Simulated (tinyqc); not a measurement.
Formation energy of a charged point defect from supercell energies: one step, computed by the program tinyqc. Command: `OMP_NUM_THREADS=1 python tinyqc.py 3011365 3011366 out.jsonl formation walk`. One thread of a shared host (Intel(R) Xeon(R) Processor @ 2.30GHz), about 0.01 s of CPU time with the checks.

The host is a compound AB. Making the defect adds n_A = -1, n_B = 0 atoms to the cell. All total energies are inputs. E_F is counted from the valence-band maximum (VBM); x = 0 is A-rich and x = 1 B-rich growth.

Problem. Transition levels and the lower envelope. eps(q/q') = [E_f(q', 0) - E_f(q, 0)]/(q - q'). U of state q is eps(q/q-1) - eps(q+1/q). The stable state at each E_F is the lowest line E_f(q, 0) + q E_F.

Inputs (values chosen for the exercise, for a model compound AB): gap E_g = 2.81 eV.

Defect: vacancy of A. Supercell lattice: bcc.

E_f(q, 0) (eV): (q=+2) 1.551609, (q=+1) 2.358972, (q=0) 3.499760, (q=-1) 5.261972, (q=-2) 6.527609

Give: One-electron levels above the VBM (eV); Stable states.

Solution.

One-electron levels above the VBM (eV):
```
level    energy  U of the state between this level and the next
(+2/+1)   0.807                                          0.3334
(+1/0)    1.141                                          0.6214
(0/-1)    1.762                                         -0.4966
(-1/-2)   1.266                                               -
```

Stable states:
```
q   from E_F (eV)  to E_F (eV)
+2          0.000        0.807
+1          0.807        1.141
0           1.141        1.514
-2          1.514        2.810
```

Stable in the gap, from the VBM up: +2, +1, 0, -2. State -1 is never the lowest: its U is negative, so two such centres gain by exchanging an electron.
